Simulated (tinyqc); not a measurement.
From results back to parameters: donor-acceptor pair recombination. Three cases, with inputs chosen for the exercise.

Problem. The lines of two shells were computed from hidden eps and ED + EA.

h nu = Eg - ED - EA + q/(eps R), q = e^2/(4 pi eps0); shell j lies at R = a_lat sqrt(j/2) for the same sublattice and a_lat sqrt(j/2 - 5/16) for opposite ones (on the same sublattice shells 14, 30, 46, 56, 62, ... are empty, where 2j has the form 4^a (8b + 7)); rate W = W0 exp(-2R/aD) with the donor radius aD = q/(2 eps ED). Polarisation and overlap terms, which matter for close pairs, are left out.

Constants: e^2/(4 pi eps0) = 14.39964547 eV angstrom.

Case 1.

Values chosen (near those of impurities in cubic GaN; the results hold for these values, not for the real material): a_lat = 4.5 angstrom (lattice constant); Eg = 3.323 eV (gap); kind = same (sublattices of donor and acceptor); j12 = (2100, 2804) (two shells).

h nu (eV): 3.171177  3.169820

Case 2.

Values chosen (near those of impurities in cubic GaN; the results hold for these values, not for the real material): a_lat = 4.5 angstrom (lattice constant); Eg = 3.305 eV (gap); kind = opposite (sublattices of donor and acceptor); j12 = (275, 1601) (two shells).

h nu (eV): 3.191265  3.174762

Case 3.

Values chosen (near those of impurities in InP; the results hold for these values, not for the real material): a_lat = 5.869 angstrom (lattice constant); Eg = 1.432 eV (gap); kind = same (sublattices of donor and acceptor); j12 = (4294, 13873) (two shells).

h nu (eV): 1.388402  1.386538

Find: R; eps; ED + EA.

Solution. h nu against 1/R is a line of slope q/eps and intercept Eg - ED - EA.

Case 1.

R (angstrom): 145.82  168.49

eps = 9.8
ED + EA = 162 meV

Case 2.

R (angstrom): 52.71  127.29

eps = 9.7
ED + EA = 142 meV

Case 3.

R (angstrom): 271.94  488.80

eps = 12.6
ED + EA = 48 meV

Computed by tinyqc, one run a case: `OMP_NUM_THREADS=1 python tinyqc.py N N+1 out.jsonl` with N = 1282535, 1282599, 1282673; one thread of a shared Intel(R) Xeon(R) Processor @ 2.30GHz, about 0.04 s a run at most.
